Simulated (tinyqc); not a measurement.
## From the Foster terms back to the ladder

Inverse problem. A two-node ladder (R1 between the nodes, R2 to ambient, C1 and C2 to ambient) has Z(t) = r_1 (1 - exp(-t/tau_1)) + r_2 (1 - exp(-t/tau_2)) at node 1. Find C1, R1, R2 and C2.

tau_1, tau_2 (ms): [0.17415413, 2.3812459]
r_1, r_2 (K/W): [0.59964520, 0.62035480]

Solution. The initial slope gives 1/C1 = sum r/tau, the initial curvature 1/(R1 C1^2) = sum r/tau^2, the final value R1 + R2 = sum r, and the determinant tau_1 tau_2 = R1 R2 C1 C2.

C1 = 0.270 mJ/K
R1 = 0.690 K/W
R2 = 0.530 K/W
C2 = 4.20 mJ/K

Program tinyqc, `OMP_NUM_THREADS=1 python tinyqc.py 2520039 2520040 out.jsonl`; Intel Xeon 2.30GHz, shared host, one thread, about 0.01 s.
